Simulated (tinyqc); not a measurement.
One-diode model of a solar cell: one step of the calculation.

J is the current delivered and Vj = V + J Rs the junction voltage. J = X JL - J01 (exp(Vj/(n1 Vt)) - 1) - Vj/Rp. The photocurrent does not depend on voltage.

Problem. New Vj. Open circuit: J(Vj) = 0. G = -dJ/dVj = J01 exp(Vj/(n1 Vt))/(n1 Vt) + 1/Rp. Vj(new) = Vj + J/G.

Inputs (values chosen for the exercise); values of the order met in cells of germanium:
- T = 298.15 K (temperature)
- JL = 43.5 mA/cm^2 (photocurrent at one sun)
- X = 1 suns (concentration)
- J01 = 0.00061 A/cm^2 (saturation current of the diode)
- n1 = 1.69 (ideality factor of the diode)
- Rp = 200 ohm cm^2 (shunt resistance)

Constants: q = 1.602176634e-19 C, kB = 1.380649e-23 J/K, Vt = kB T/q. Results are converted to the units shown.

Vj at the start = 0.18527758 V

Wanted: J; G; Vj after iteration 1.

Solution.

J = -0.3164 mA/cm^2
G = 1.007 S/cm^2
Vj after iteration 1 = 0.1850 V

tinyqc, about 0.01 s, one thread, Intel Xeon 2.30GHz (shared host): `OMP_NUM_THREADS=1 python tinyqc.py 2280105 2280106 out.jsonl`
